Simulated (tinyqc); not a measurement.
Elastic strain and critical thickness of a cubic alloy layer A(1-x)B(x) on a thick substrate. Changing the substrate thickness t_S. Computed by tinyqc, a small Python program. Command: `OMP_NUM_THREADS=1 python tinyqc.py 3012849 3012850 out.jsonl misfit sweep`. One thread of a shared host (Intel(R) Xeon(R) Processor @ 2.30GHz), about 0.01 s of CPU time with the checks.

Strain is positive in tension. The layer is coherent with the substrate unless said otherwise.

Inputs (values chosen for the exercise, for a model alloy):
```
quantity                              value      unit
fraction x of B                        0.53         -
lattice constant a_A                  5.653  angstrom
lattice constant a_B                  5.451  angstrom
substrate lattice constant a_S        5.662  angstrom
layer thickness h                       9.8        nm
biaxial modulus of the substrate M_S    126       GPa
wafer diameter W                        300        mm
```

Growth plane: (111).

C11, C12, C44 of A (GPa): 126.6  51.39  54.85

C11, C12, C44 of B (GPa): 137.5  67.73  71.11

Method:
- a = (1 - x) a_A + x a_B, the same rule for each C_ij; misfit f = (a_S - a)/a, the in-plane strain of the coherent layer.
- (111): D = 2 (C11 + 2 C12 - 2 C44)/(C11 + 2 C12 + 4 C44), M = 6 C44 (C11 + 2 C12)/(C11 + 2 C12 + 4 C44). The free surface carries no normal stress, so e_perp = -D f; dV/V = 2 f + e_perp; stress = M f; energy per area = M f^2 h (1 GPa nm = 1 J/m^2).
- Stoney: curvature = 6 |stress| h/(M_S t_S^2); radius = 1/curvature; bow = curvature W^2/8.

One run for each value:
```
substrate thickness t_S (micrometre)  curvature (1/m)  radius of curvature (m)  bow (micrometre)
100                                           0.18544                     5.39            2086.1
150                                           0.08242                    12.13             927.2
220                                           0.03831                    26.10             431.0
320                                           0.01811                    55.22             203.7
460                                           0.00876                   114.11              98.6
680                                           0.00401                   249.36              45.1
1000                                          0.00185                   539.27              20.9
```

What does the table show, and why?

Over the rows, curvature (1/m) falls from 0.185 to 0.00185 (exponent d ln y / d ln x about -2.0 throughout); radius of curvature (m) rises from 5.39 to 539 (exponent d ln y / d ln x about 2.0 throughout); bow (micrometre) falls from 2090 to 20.9 (exponent d ln y / d ln x about -2.0 throughout). The exponent of curvature stays at -2: the bending stiffness grows as t^3 and the lever arm as t.

Caution (all rows): above about 2 % misfit, linear elasticity is rough and compressed layers tend to form islands before dislocations. Caution (all rows): M_S is near the value for a (001) wafer; a (111) wafer is stiffer and bends less. Caution (all rows): the curvature assumes a coherent layer, but h exceeds h_c. Caution (rows 100, 150, 220, 320, 460): a bow above a fifth of the wafer thickness is beyond Stoney's small-deflection limit.
